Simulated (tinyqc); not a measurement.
Free and trapped electrons in a MOS channel with a dense trap tail: two steps of the calculation.

p-type body, charge-sheet picture, full ionisation (an idealisation for deep acceptors), Boltzmann statistics for free electrons. e = Ec - EF at the surface. Acceptor-like traps of density D(E) = D0 + De exp(-E/Ew) at depth E below Ec, from 0 to Eu, hold n_t = integral of D(E)/(1 + exp((e - E)/Vt)). psi = Eg - Vt ln(Nv/Na) - e; N_dep = sqrt(2 eps0 eps_r Na (psi - Vt)/q); n_f = sqrt(N_dep^2 + 2 eps0 eps_r Vt Nc exp(-e/Vt)/q) - N_dep; Vg = Vfb + psi + q (N_dep + n_t + n_f)/Cox, Cox = eps0 eox/tox.

Values chosen for this exercise; band and dielectric values close to those of silicon: temperature T = 400 K; band gap Eg = 1.14 eV; relative permittivity eps_r = 11.7; conduction-band density of states at T Nc = 4.31e19 cm^-3; valence-band density of states at T Nv = 4.03e19 cm^-3; relative permittivity of the insulator eox = 3.9; insulator thickness tox = 55 nm; acceptor density Na = 4.3e15 cm^-3; flat-band voltage without trapped charge Vfb = -0.76 V; constant background density of acceptor-like traps D0 = 3.5e10 cm^-2 eV^-1; density of the tail at the conduction edge De = 1.3e13 cm^-2 eV^-1; decay energy of the tail Ew = 0.07 eV; depth below Ec down to which the traps reach Eu = 0.54 eV; mobility of free electrons mf = 120 cm^2/(V s); Ec - EF at the surface e = 0.164 eV.

Constants: q = 1.602176634e-19 C, kB = 1.380649e-23 J/K, Vt = kB T/q, eps0 = 8.8541878128e-14 F/cm where lengths are in cm. Results are converted to the units shown.

Task 1. Trapped charge. Trapezoid rule on 14 equal steps from 0 to Eu, f = 1/(1 + exp((e - E)/Vt)).

Wanted: E; D(E) f; n_t.

Result 1.

E, point 0 to 14 (eV): [0, 0.038571, 0.077143, 0.11571, 0.15429, 0.19286, 0.23143, 0.27000, 0.30857, 0.34714, 0.38571, 0.42429, 0.46286, 0.50143, 0.54000]
D(E) f, point 0 to 14 (cm^-2 eV^-1): [1.1094e11, 1.9278e11, 3.2424e11, 4.9896e11, 6.3193e11, 6.0145e11, 4.4818e11, 2.9600e11, 1.9044e11, 1.2562e11, 8.7448e10, 6.5276e10, 5.2461e10, 4.5066e10, 4.0803e10]
n_t = 1.4024e11 cm^-2

Task 2. Charges and gate voltage. psi, N_dep, n_f and Vg as defined, with the n_t given; free share n_f/(n_f + n_t); apparent mobility mf n_f/(n_f + n_t); gate voltage spent on traps q n_t/Cox.

n_t = 1.4023501e11 cm^-2

Find: psi; N_dep; n_f; Vg; free share; apparent mobility; gate voltage spent on traps.

Result 2.

psi = 0.66076 V
N_dep = 1.8662e11 cm^-2
n_f = 2.6031e11 cm^-2
Vg = 1.3991 V
free share = 64.989 %
apparent mobility = 77.986 cm^2/(V s)
gate voltage spent on traps = 0.35786 V

Numbers from tinyqc (`OMP_NUM_THREADS=1 python tinyqc.py 2222094 2222095 out.jsonl`; about 0.03 s on one thread of a shared Intel Xeon 2.30GHz).
